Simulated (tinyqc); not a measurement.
Schottky barrier with interface states (Cowley-Sze model), image lowering and contact resistance. From barrier phi_B back to optical dielectric constant eps_opt. Computed by tinyqc, a small Python program. Command: `OMP_NUM_THREADS=1 python tinyqc.py 3014387 3014388 out.jsonl pinning inv`. One thread of a shared host (Intel(R) Xeon(R) Processor @ 2.30GHz), about 0.01 s of CPU time with the checks.

An n-type semiconductor under a metal. The barrier lies between the Schottky-Mott limit phi_M - chi and the Bardeen limit E_g - E_n, E_n being the neutrality level of the interface states; the space-charge term of the full Cowley-Sze expression is left out.

Inputs (values chosen for the exercise, with gap, mass and screening modelled on germanium):

| quantity | value | unit |
|---|---|---|
| gap E_g | 0.669 | eV |
| electron affinity chi | 4.02 | eV |
| metal work function phi_M | 4.56 | eV |
| neutrality level E_n above the valence band | 0.286 | eV |

Pinning factor from: Moench relation.

Method. S = 1/(1 + 0.1 (eps_opt - 1)^2), an empirical relation for metal-induced gap states. phi_B = S (phi_M - chi) + (1 - S)(E_g - E_n); the hole barrier is E_g - phi_B.

Task: A run gave the result below. Find the optical dielectric constant eps_opt, known to lie between 13 and 22.

barrier phi_B = 0.3883661 eV

Result:

Each step takes the trial c = (a f_b - b f_a)/(f_b - f_a), f being the result less the target and a, b, c the logarithms of the listed values; c replaces end b, the old b replaces a if the sign of f changed, and otherwise f_a is halved.

Scan of the range:

| optical dielectric constant eps_opt | barrier phi_B (eV) |
|---|---|
| 13.0 | 0.393195 |
| 14.2 | 0.391521 |
| 15.5 | 0.390128 |
| 16.9 | 0.388974 |
| 18.5 | 0.387964 |
| 20.2 | 0.387146 |
| 22.0 | 0.386481 |

False position (Illinois rule, in the logarithm of the input) inside the bracket:

| step | end a | end b | trial | barrier phi_B (eV) |
|---|---|---|---|---|
| 1 | 16.9000 | 18.5000 | 17.8460 | 0.388344 |
| 2 | 16.9000 | 17.8460 | 17.7802 | 0.388385 |
| 3 | 17.8460 | 17.7802 | 17.8101 | 0.388366 |
| 4 | 17.7802 | 17.8101 | 17.8100 | 0.388366 |

Barrier phi_B falls at every point of a 13-point scan of the range (every second point is shown), so one value fits; it is bracketed by 16.9 and 18.5. Answer: optical dielectric constant eps_opt = 17.81.
